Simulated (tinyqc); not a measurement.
From results back to parameters: image-charge renormalisation of a gap near a dielectric or metal. Two cases, with inputs chosen for the exercise.

Problem. A small molecule or defect in vacuum at height z above the image plane of a substrate has both its electron and hole levels stabilised by (e^2/4 pi eps0)(es - 1)/((es + 1) 4 z), so its gap shrinks by twice that. The reduced gap is given.

Constants: e^2/(4 pi eps0) = 14.39964547 eV angstrom.

Find: reduction; (es - 1)/(es + 1); z.

Method. z = (e^2/4 pi eps0)(es - 1)/((es + 1) 2 x reduction). Local and hybrid functionals miss this shift, since it is a non-local correlation effect.

Case 1.

Values chosen: E0 = 8.63 eV (quasiparticle gap far from the surface); es = 11.7 (dielectric constant of the substrate (1e4: a metal)).

gap near the surface = 6.73438 eV

Solution.

reduction = 1.8956 eV
(es - 1)/(es + 1) = 0.8425
z = 3.20 angstrom

Case 2.

Values chosen: E0 = 6.44 eV (quasiparticle gap far from the surface); es = 3.9 (dielectric constant of the substrate (1e4: a metal)).

gap near the surface = 5.87185 eV

Solution.

reduction = 0.5681 eV
(es - 1)/(es + 1) = 0.5918
z = 7.50 angstrom

Computed by tinyqc, one run a case: `OMP_NUM_THREADS=1 python tinyqc.py N N+1 out.jsonl` with N = 1880980, 1881002; one thread of a shared Intel(R) Xeon(R) Processor @ 2.30GHz, about 0.02 s a run at most.
